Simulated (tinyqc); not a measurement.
Worked calculation: polytypes and stacking faults of a tetrahedral semiconductor in an axial Ising model with couplings up to third neighbours. Computed by tinyqc, a small Python program that keeps every step. Command: `OMP_NUM_THREADS=1 python tinyqc.py 3022551 3022552 out.jsonl polytype walk`. One thread of a shared host (Intel(R) Xeon(R) Processor @ 2.30GHz), about 0.01 s of CPU time with the checks. Intermediate numbers are printed to about 6 digits and carried at full precision; extremes and crossings named in words are read from the listed rows.

Each double layer has s = +1 or -1 for the sense of its stacking step; E per pair of atoms = E0 - sum_n J_n <s_i s_(i+n)>, n = 1, 2, 3. Hexagonality h = (1 - <s_i s_(i+1)>)/2.

Inputs (values chosen for the exercise, of the order of those of GaN for J, a, G and the gaps):

| quantity | value | unit |
|---|---|---|
| J1 | -5.2 | meV/pair |
| J2 | -0.386 | meV/pair |
| J3 | 0.09 | meV/pair |
| basal lattice constant a | 3.19 | angstrom |
| shear modulus G | 114 | GPa |
| Poisson ratio nu | 0.24 | - |
| gap of 3C | 3.3 | eV |
| gap of 4H | 3.4 | eV |
| binding energy of the fault level E_b | 0.13 | eV |
| in-plane mass m | 0.31 | m0 |
| effective density of states N_c at 300 K | 1.1e+19 | 1/cm^3 |
| electron density n | 3.6e+15 | 1/cm^3 |
| temperature T | 1350 | K |

Host polytype: 2H.

Constants: 1 eV/angstrom^2 = 16.02176634 J/m^2; m_0 = 9.1093837015e-31 kg; hbar = 1.054571817e-34 J s; k_B = 1.380649e-23 J/K; k_B = 8.617333262e-05 eV/K.

## Energies of the polytypes

correlations of the repeat units 3C (+), 2H (+-), 4H (++--), 6H (+++---), 15R (+++--), 8H (++++----), 21R (++++---), 9R (++-):
```
        n = 1     n = 2     n = 3
3C    1.00000   1.00000   1.00000
2H   -1.00000   1.00000  -1.00000
4H    0.00000  -1.00000   0.00000
6H    0.33333  -0.33333  -1.00000
15R   0.20000  -0.60000  -0.60000
8H    0.50000   0.00000  -0.50000
21R   0.42857  -0.14286  -0.71429
9R   -0.33333  -0.33333   1.00000
```

E - E(3C) = sum_n J_n (1 - C_n), C_n = <s_i s_(i+n)>. The gap is taken linear in h between 3C (h = 0) and 4H (h = 1/2), a rough rule, with a dash beyond.

Polytypes:

| polytype | h | E - E(3C) (meV/pair) | gap by the linear rule (eV) |
|---|---|---|---|
| 3C | 0.00000 | 0.0000 | 3.30000 |
| 2H | 1.00000 | -10.2200 | - |
| 4H | 0.50000 | -5.8820 | 3.40000 |
| 6H | 0.33333 | -3.8013 | 3.36667 |
| 15R | 0.40000 | -4.6336 | 3.38000 |
| 8H | 0.25000 | -2.8510 | 3.35000 |
| 21R | 0.28571 | -3.2583 | 3.35714 |
| 9R | 0.66667 | -7.4480 | - |

E(2H) - E(3C) = -10.22 meV/pair

E(4H) - E(3C) = -5.882 meV/pair

E(6H) - E(3C) = -3.80133 meV/pair

The lowest is 2H, 2.772 meV/pair below 9R. J1/|J2| = -13.47: for J3 = 0 and J2 < 0 the ground state is 2H below -2, 4H between -2 and 2, and 3C above 2; at 2 itself all periods with bands of two or more layers are degenerate.

## Back from three energies to J1, J2, J3

With d2, d4, d6 the energies of 2H, 4H, 6H over 3C: d2 = 2 J1 + 2 J3, d4 = J1 + 2 J2 + J3, d6 = (2/3) J1 + (4/3) J2 + 2 J3, so J2 = (d4 - d2/2)/2, J3 = (3/4)(d6 - (2/3) d4), J1 = d2/2 - J3.

J1 recovered = -5.2 meV/pair

J2 recovered = -0.386 meV/pair

J3 recovered = 0.0900000 meV/pair

## Stacking-fault energies

fault coefficients k_n:
```
    J1  J2  J3
I1  -2   4  -6
I2  -4   4  -4
E   -6   4  -6
```

Faults in 2H: the sequences I1 (+), I2 (++), E (+++) are put between perfect repeats; k_n = (layers x C_n of the host) - sum_i s_i s_(i+n). gamma = sum k_n J_n/A, A = (sqrt 3/2) a^2; 1 meV/angstrom^2 = 16.02177 mJ/m^2.

gamma (mJ/m^2): I1 15.1186, I2 34.3533, E 52.9334

energy of the glide fault, I2 = 34.3533 mJ/m^2

The cheapest is the I1 fault.

## Splitting of a basal screw dislocation

Screw line, bounded by the I2 fault of energy gamma: b = a, partials b_p = a/sqrt 3; d = G b_p^2 (2 - 3 nu)/(8 pi gamma (1 - nu)). One partial is driven off by the shear stress gamma/b_p along its Burgers vector.

splitting width d = 7.54316 nm

stress to open the fault = 186.526 MPa

## Electronic energy gained by the fault

The fault binds electrons in a two-dimensional band E_b below the conduction edge, g2 = m m0/(pi hbar^2) for one valley. With the Fermi level held by the bulk, eta = ln[n/N_c(T)], N_c(T) = N_c (T/300)^1.5, the grand potential falls by g2 (k_B T)^2 F1(x), x = eta + E_b/(k_B T), F1(x) = integral from 0 to infinity of ln(1 + exp(x - t)) dt; sheet density g2 k_B T ln(1 + e^x). Band bending by the trapped charge is left out, so the gain is an upper bound. Net fault energy = gamma of the I2 fault less the electronic gain.

x = -9.16336

sheet density = 1.57887e+09 1/cm^2

electronic gain = 2.94289e-04 mJ/m^2

net fault energy = 34.3530 mJ/m^2

The gain offsets 8.6e-4 % of the fault energy.

## Gain against electron density

The formulas are those given above.

At T:

| n (1/cm^3) | x | sheet density (1/cm^2) | gain (mJ/m^2) | gain/gamma | gain/gamma at T + 200 K |
|---|---|---|---|---|---|
| 1.00e+14 | -12.7469 | 4.38597e+07 | 8.17491e-06 | 2.37966e-07 | 2.20746e-07 |
| 1.00e+15 | -10.4443 | 4.38591e+08 | 8.17485e-05 | 2.37964e-06 | 2.20745e-06 |
| 1.00e+16 | -8.1417 | 4.38534e+09 | 8.17432e-04 | 2.37949e-05 | 2.20735e-05 |
| 1.00e+17 | -5.8391 | 4.37960e+10 | 8.16897e-03 | 2.37793e-04 | 2.20633e-04 |
| 1.00e+18 | -3.5365 | 4.32334e+11 | 8.11617e-02 | 2.36256e-03 | 2.19626e-03 |
| 5.00e+18 | -1.9271 | 2.04735e+12 | 3.94761e-01 | 1.14912e-02 | 1.07668e-02 |
| 2.00e+19 | -0.5408 | 6.91275e+12 | 1.44378e+00 | 4.20274e-02 | 4.02994e-02 |

For x well below 0 the gain is k_B T times the sheet density and linear in n; for x well above 0 the well fills and the gain grows only about as x^2. It stays below the fault energy in all rows; 200 K more changes it by a factor 0.93 at 1e16.

Checks made by the program: the recovered constants (relative difference below 1e-10).
